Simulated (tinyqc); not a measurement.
Landau-Devonshire theory of a uniaxial ferroelectric: one step, computed by the program tinyqc.

G(P) = (alpha/2) P^2 + (beta*/4) P^4 + (gamma/6) P^6 - E P per volume, SI units, one domain, P along the polar axis, which is normal to the film.

Task: A capacitor with imperfect screening. Between shorted electrodes with screening length lambda each, the depolarising field is -k P, k = 2 lambda/(eps_0 (d + 2 lambda eps_b)), so alpha turns into alpha + k. Ps^2 = [-beta* + sqrt(beta*^2 - 4 alpha gamma)]/(2 gamma). The polar state is the lowest uniform state while alpha + k < 0 (beta* > 0) or < 3 beta*^2/(16 gamma) (beta* < 0); setting the equality gives the critical thickness d_c.

Inputs (values chosen for the exercise, for a model ferroelectric):

| quantity | value | unit |
|---|---|---|
| Curie-Weiss temperature T0 | 800 | K |
| gamma | 1.17e+09 | J m^9/C^6 |
| temperature T | 493 | K |
| film thickness d | 36 | nm |
| screening length lambda | 0.03 | nm |
| background permittivity eps_b | 5 | - |

Sample: epitaxial film.

alpha = -5.290890e+08 J m/C^2

beta* = 1.423133e+09 J m^5/C^4

Constants: eps_0 = 8.8541878128e-12 F/m.

Give: depolarising coefficient k; polarisation of the film; size of the depolarising field; critical thickness d_c.

Result:

depolarising coefficient k = 1.867e+08 J m/C^2

polarisation of the film = 45.36 microcoulomb/cm^2

size of the depolarising field = 84.68 MV/m

critical thickness d_c = 12.51 nm
